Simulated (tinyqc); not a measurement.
Raising U: Hubbard chain of 4 sites, mean field against exact. Computed by the program tinyqc. Collinear unrestricted mean field (the lowest of 40 random starts) against exact diagonalisation.

one-body matrix (hopping and site energies) (eV):
```
         1        2        3        4
1   0.0000  -1.0300   0.0000   0.0000
2  -1.0300   0.0000  -1.0300   0.0000
3   0.0000  -1.0300   0.0000  -1.0300
4   0.0000   0.0000  -1.0300   0.0000
```

electrons, up and down: 2  1

Exact and mean-field results (eV):
```
U          U/t   E exact  E mean field  mean |n_up - n_down|  double occupancy, exact  first gap in the sector
0.520    0.505  -3.72451      -3.71211                 0.250                    0.111                    1.014
1.030    1.000  -3.51220      -3.46456                 0.250                    0.097                    0.974
3.090    3.000  -2.89871      -2.57272                 0.377                    0.055                    0.745
4.120    4.000  -2.70183      -2.25707                 0.498                    0.041                    0.644
6.180    6.000  -2.43754      -1.87391                 0.626                    0.025                    0.494
8.240    8.000  -2.27431      -1.72740                 0.728                    0.016                    0.395
12.360  12.000  -2.08924      -1.63551                 0.741                    0.008                    0.278
20.600  20.000  -1.92689      -1.56365                 0.747                 3.05e-03                    0.172
```

Estimate the missing row, U = 2.06.

Computed row:
```
U        U/t   E exact  E mean field  mean |n_up - n_down|  double occupancy, exact  first gap in the sector
2.060  2.000  -3.16162      -2.98786                 0.250                    0.074                    0.861
```

In absolute terms mean field is worst at U/t = 6.0, 0.564 eV too high: at small U it is nearly exact, and at large U it still misses the motion of the hole through a fluctuating spin background. Relative to the exact energy its error is 0.3 % at the smallest U, 24 % at most and 19 % at the largest. The double occupancy falls from 0.111 to 0.003.
